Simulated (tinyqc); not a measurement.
On-chip interconnect, size-dependent resistivity and RC delay: course in time.

A rectangular line between two neighbours and two ground planes. Surface and grain-boundary scattering are added to the bulk resistivity as corrections; capacitances are parallel-plate values without fringing; inductance is ignored.

5 equal pi sections: series Rs = r Lw/5; node capacitances c Lw/5, halved at nodes 0 and 5, with Cl added to node 5; Rd feeds node 0. Elmore delay of node k: the sum, over the resistors on the path to k, of resistance times all capacitance downstream of it.

A 1 V step is applied behind Rd at t = 0. C dv/dt = -G v + b, with G the conductance matrix of the ladder (1/Rs between neighbours, 1/Rd added at node 0) and b = (1 V/Rd, 0, ...). Trapezoidal step: (C/dt + G/2) v(new) = (C/dt - G/2) v + b. The last column solves the same ladder exactly by its modes.

Parameters, values chosen for the exercise:
```
symbol  value  unit            meaning
Rd       5700   ohm  driver resistance
dt        7.9    ps          time step
```

Rs = 601.134 ohm

| node | C (fF) |
|---|---|
| 0 | 0.340886 |
| 1 | 0.681772 |
| 2 | 0.681772 |
| 3 | 0.681772 |
| 4 | 0.681772 |
| 5 | 0.436886 |

Voltages (V):

| t (ps) | node 0 | node 2 | node 5 | node 5, exact |
|---|---|---|---|---|
| 7.9000 | 0.5164 | 0.29719 | 0.19176 | 0.22928 |
| 15.800 | 0.4855 | 0.50360 | 0.47084 | 0.44787 |
| 23.700 | 0.7625 | 0.63185 | 0.60000 | 0.60449 |
| 31.600 | 0.7264 | 0.75417 | 0.72237 | 0.71668 |
| 39.500 | 0.8909 | 0.80665 | 0.80114 | 0.79705 |
| 47.400 | 0.8484 | 0.87910 | 0.85503 | 0.85462 |
| 55.300 | 0.9560 | 0.89782 | 0.90091 | 0.89586 |
| 63.200 | 0.9117 | 0.94129 | 0.92448 | 0.92540 |
| 71.100 | 0.9879 | 0.94547 | 0.95058 | 0.94656 |
| 79.000 | 0.9453 | 0.97207 | 0.96071 | 0.96172 |
| 86.900 | 1.0028 | 0.97052 | 0.97534 | 0.97258 |
| 94.800 | 0.9638 | 0.98716 | 0.97960 | 0.98036 |

What does the table show?

The far end of the ladder reaches 0.5 V at 18.15 ps, 0.715 of its Elmore delay (ln 2 = 0.693 for a single pole); the slowest mode has a time constant of 23.68 ps. The largest error of the trapezoidal steps at that node is 38 mV. Node 0 swings up and down from step to step: the trapezoidal rule does not damp modes much faster than dt, so these swings are numerical.

Range of the model: The metal width is under the mean free path, where the thick-limit surface term and the simple sum of corrections lose accuracy.

tinyqc, about 0.01 s, one thread, Intel Xeon 2.30GHz (shared host): `OMP_NUM_THREADS=1 python tinyqc.py 2100110 2100111 out.jsonl`
